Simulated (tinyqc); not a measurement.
LCCD on RHF in the 6-311g basis, for H2, spin multiplicity 1, step by step. One step of it, computed by the program tinyqc.

Question. Iteration 6 (converged): orbitals. Diagonalise F' = X^T F X, C = X C', fill 1 alpha and 1 beta electrons from the bottom; D = 2 C_occ C_occ^T. Each column has its largest component positive (the first on a tie).

converged F (hartree), lower triangle:
```
           1H 1s      1H 2s      1H 3s      2H 1s      2H 2s      2H 3s
1H 1s   0.640991
1H 2s  -0.395058  -0.326826
1H 3s  -0.441999  -0.372462  -0.260081
2H 1s  -0.438596  -0.456495  -0.406722   0.640991
2H 2s  -0.456495  -0.457402  -0.393157  -0.395058  -0.326826
2H 3s  -0.406722  -0.393157  -0.281611  -0.441999  -0.372462  -0.260081
```

X:
```
               1          2          3          4          5         6
1H 1s   0.610244  -0.953683  -0.697705   0.602187   0.596449  0.155354
1H 2s  -2.027280   1.456502   0.971317   0.103743   0.332489  0.234653
1H 3s   2.822788  -0.833658   0.848417  -0.507634   0.109844  0.232246
2H 1s  -0.610244  -0.953683   0.697705   0.602187  -0.596449  0.155354
2H 2s   2.027280   1.456502  -0.971317   0.103743  -0.332489  0.234653
2H 3s  -2.822788  -0.833658  -0.848417  -0.507634  -0.109844  0.232246
```

Give: F' = X^T F X; orbital energies; coefficients C; D after iteration 6.

Answer.

F' = X^T F X (hartree), lower triangle:
```
         1        2        3        4       5        6
1   1.1997
2   0.0000   2.0387
3  -0.9391   0.0000   1.3137
4   0.0000  -0.9583   0.0000   0.8370
5   0.4057   0.0000  -0.7817   0.0000  0.8400
6   0.0000  -0.0131   0.0000  -0.0987  0.0000  -0.5486
```

orbital energies (hartree): MO1 -0.5589, MO2 0.1473, MO3 0.3167, MO4 0.5970, MO5 2.5693, MO6 2.6091

coefficients C:
```
          MO1      MO2      MO3      MO4      MO5      MO6
1H 1s  0.1744   0.0924  -0.0464  -0.0952  -1.1241  -1.0942
1H 2s  0.3039   0.0243  -0.7685  -1.5058   1.2265   1.7017
1H 3s  0.1462   1.8578   0.8685   2.0038  -0.4805  -1.1105
2H 1s  0.1744  -0.0924  -0.0464   0.0952  -1.1241   1.0942
2H 2s  0.3039  -0.0243  -0.7685   1.5058   1.2265  -1.7017
2H 3s  0.1462  -1.8578   0.8685  -2.0038  -0.4805   1.1105
```

D after iteration 6, lower triangle:
```
        1H 1s   1H 2s   1H 3s   2H 1s   2H 2s   2H 3s
1H 1s  0.0608
1H 2s  0.1060  0.1848
1H 3s  0.0510  0.0889  0.0428
2H 1s  0.0608  0.1060  0.0510  0.0608
2H 2s  0.1060  0.1848  0.0889  0.1060  0.1848
2H 3s  0.0510  0.0889  0.0428  0.0510  0.0889  0.0428
```
